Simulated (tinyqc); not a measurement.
Metal-interlayer-semiconductor contact, depinning against tunnelling resistance: contact resistivity against the interlayer thickness.

Zero bias, n-type semiconductor. Gap states at the semiconductor surface thin out as exp(-be ti), which unpins the barrier; electrons must then cross the interlayer (a rectangular barrier, no voltage drop across it) and the parabolic depleted layer, both by WKB. Energies E are counted from the Fermi level; no image force, parabolic bands.

S = 1/(1 + (1/S0 - 1) exp(-be ti)); phiB = S (phiM - chi) + (1 - S)(Eg - E0); xi = Ec - EF deep inside, from Nd = Nc F(-xi/Vt), F(x) = (2/sqrt(pi)) int_0^infinity sqrt(u) du/(1 + exp(u - x)); band bending U = phiB - xi; E00 = (hbar/2) sqrt(Nd/(eps0 eps_r mt m0)) in volts; A = 4 pi q mA m0 kB^2/h^3. With U = phiB - xi: for xi < E < phiB, y = (E - xi)/U and G1 = (U/E00) [sqrt(1 - y) - y ln((1 + sqrt(1 - y))/sqrt(y))], G1 = 0 above phiB; G2 = 2 ti sqrt(mi max(phiB + dE - E, 0)/C), C = hbar^2/(2 m0); f = 1/(1 + exp(E/Vt)); 1/rho_c = (A T^2/Vt^2) times the integral of exp(-G1 - G2) f over E from xi upwards. Shares under 0.001 % are printed as 0; rows without band bending are left out.

Inputs (values chosen for the exercise); semiconductor values close to those of silicon; interlayer mass of the order of that in aluminium oxide, offset chosen freely:
- T = 300 K (temperature)
- Eg = 1.12 eV (band gap)
- eps_r = 11.9 (relative permittivity)
- chi = 3.97 eV (electron affinity)
- Nc = 2.8e19 cm^-3 (conduction-band density of states at T)
- mt = 0.187 m0 (tunnelling mass in the semiconductor)
- mA = 2.1 m0 (Richardson mass)
- Nd = 1.1e19 cm^-3 (donor density)
- E0 = 0.35 eV (charge-neutrality level above the valence band)
- S0 = 0.28 (pinning factor without interlayer)
- phiM = 4.3 eV (metal work function)
- dE = 2.54 eV (conduction-band offset of the interlayer above the semiconductor)
- mi = 0.36 m0 (tunnelling mass in the interlayer)
- be = 3.4 1/nm (decay constant of gap states through the interlayer)

Constants: q = 1.602176634e-19 C, kB = 1.380649e-23 J/K, eps0 = 8.8541878128e-12 F/m, hbar = 1.054571817e-34 J s, h = 6.62607015e-34 J s, m0 = 9.1093837015e-31 kg, Vt = kB T/q, hbar^2/(2 m0) = 0.0380998212 eV nm^2. Results are converted to the units shown.

The same in every row: E00/Vt = 1.60.

Results:

| ti (nm) | S | phiB (eV) | rho_c (ohm cm^2) | rho_c with G2 = 0 (ohm cm^2) | peak of the integrand (eV) | share above phiB (%) |
|---|---|---|---|---|---|---|
| 0 | 0.280 | 0.647 | 3.96e-4 | 3.96e-4 | 0.118 | 0 |
| 0.4 | 0.602 | 0.505 | 0.00129 | 1.95e-5 | 0.102 | 0.00758 |
| 0.8 | 0.855 | 0.394 | 0.00733 | 1.92e-6 | 0.0895 | 0.0642 |
| 1.6 | 0.989 | 0.335 | 7.18 | 5.73e-7 | 0.0861 | 0.253 |
| 2 | 0.997 | 0.331 | 391 | 5.32e-7 | 0.0884 | 0.321 |
| 2.4 | 0.999 | 0.330 | 2.25e4 | 5.22e-7 | 0.0913 | 0.390 |
| 2.8 | 1.00 | 0.330 | 1.32e6 | 5.20e-7 | 0.0945 | 0.467 |
| 3.2 | 1.00 | 0.330 | 7.72e7 | 5.19e-7 | 0.0979 | 0.558 |

Estimate the missing row, ti = 1.2 nm.

Computed row:

| ti (nm) | S | phiB (eV) | rho_c (ohm cm^2) | rho_c with G2 = 0 (ohm cm^2) | peak of the integrand (eV) | share above phiB (%) |
|---|---|---|---|---|---|---|
| 1.2 | 0.958 | 0.348 | 0.163 | 7.54e-7 | 0.0855 | 0.168 |

With this row back in the table: As ti goes from 0 to 3.2, phiB falls from 0.647 to 0.330 eV and rho_c rises from 3.96e-4 to 7.72e7 ohm cm^2. No thickness listed beats the bare contact: tunnelling through the layer costs more than the change of the barrier gains. The ratio of rho_c to its value with G2 = 0 runs from 1.00 to 1.49e14.

Range of the model: The depletion charge would drop about 0.094 V across such an interlayer (eps_r near 9) at ti = 0.6 nm and Nd = 1.1e19 cm^-3, against a band bending of 0.42 V; this model leaves that drop out.

tinyqc, about 0.04 s, one thread, Intel Xeon 2.30GHz (shared host): `OMP_NUM_THREADS=1 python tinyqc.py 2270129 2270130 out.jsonl`
